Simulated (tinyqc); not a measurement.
Configuration-coordinate model of a defect: Huang-Rhys factor and luminescence line shape: one step, computed by the program tinyqc.

Ground state E_g(Q) = (1/2) omega_g^2 Q^2; excited state E_e(Q) = E_0 + (1/2) omega_e^2 (Q - dQ)^2 with E_0 = E_ZPL - (hbar omega_e - hbar omega_g)/2. Q is mass-weighted; the dipole does not depend on Q (Condon approximation).

Question. Huang-Rhys factors and vertical energies. S = hbar omega dQ^2/(2 hbar^2/u) for each state; relaxation energy S hbar omega; absorption at E_0 + S_e hbar omega_e, emission at E_0 - S_g hbar omega_g; the Stokes shift is their difference.

Inputs (values chosen for the exercise, for a model defect in a wide-gap host): zero-phonon energy E_ZPL = 2.54 eV; displacement dQ = 1.83 u^(1/2) angstrom; ground-state phonon hbar omega_g = 28.9 meV; excited-state phonon hbar omega_e = 23.6 meV.

Modes: different frequencies.

Constants: hbar^2/u = 4.18015928e-03 eV angstrom^2.

Give: S_g; S_e; relaxation energy, ground state; relaxation energy, excited state; vertical absorption energy; vertical emission energy; Stokes shift.

Answer.

S_g = 11.58

S_e = 9.453

relaxation energy, ground state = 0.3346 eV

relaxation energy, excited state = 0.2231 eV

vertical absorption energy = 2.766 eV

vertical emission energy = 2.208 eV

Stokes shift = 0.5577 eV

The coupling is strong: a broad band, with almost no zero-phonon line.
